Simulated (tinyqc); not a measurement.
Phase space against the mass ratio: three-phonon processes in a diatomic chain: dispersion, energy and momentum conservation, and decay channels of optical phonons. Computed by tinyqc, a small Python program. Command: `OMP_NUM_THREADS=1 python tinyqc.py 3120292 3120293 out.jsonl threeph walk`. One thread of a shared host (Intel(R) Xeon(R) Processor @ 2.30GHz), about 0.05 s of CPU time with the checks.

Cell length a, two atoms, one spring constant. x = q a/pi runs from -1 to 1; A and O are the acoustic and optical branches. Matrix elements are not computed: only conservation laws and occupation factors are followed.

Inputs (values chosen for the exercise, for a model chain): light mass m = 28.1 u; spring constant k = 4 eV/angstrom^2; temperature T = 200 K.

Constants: nu for 1 eV/(angstrom^2 u) = 15.6333042 THz; h x 1 THz = 4.135667696 meV; k_B = 8.617333262e-05 eV/K.

Method:
- omega^2 = k (1/m + 1/M) -/+ k sqrt((1/m + 1/M)^2 - 4 sin^2(pi x/2)/(m M)); nu = 15.6333042 THz x sqrt(omega^2) for eV/(angstrom^2 u).
- Processes for O(x): decay O -> A + A and O -> O + A with x = x' + x'' (mod 2), and absorption O + A -> O with x + x' = x'' (mod 2). Roots of the energy mismatch in x' are bracketed on 4001 points from -1 to 1 and refined. A process is umklapp (U) if the sum of wave numbers leaves (-1, 1]. Weight = occupation factor/|d mismatch/dx'|, the factor being 1 + n' + n'' for decay and n' - n'' for absorption. Pairs that differ only by exchanging two acoustic products count once, and the trivial root x' = 0 is left out.
- Total weight summed over channels and averaged over x = 0.05, 0.15, ..., 0.95, with m and k fixed; share of those x with an open channel.

Optical phonons:
```
M/m,"weight, A + A (1/THz)","weight, with O (1/THz)",share open
1.1,0.26752,0,1.0
1.5,0.59210,0,1.0
2.0,0.34686,0,0.8
2.5,0.19835,0,0.5
2.9,0.15335,0,0.2
3.3,0.00000,0,0.0
3.7,0.00000,0,0.0
4.2,0.00000,0,0.0
6.0,0.00000,0,0.0
```

What follows from these numbers?

The A + A channel closes between M/m = 2.9 and 3.3 on this grid: energy conservation alone would allow it up to M/m = 4, where the optical bottom passes twice the acoustic top, but momentum must be conserved too. No channel with a second optical phonon opens at any ratio. A large gap that shuts such channels is one reason why crystals with very unequal masses can conduct heat well.
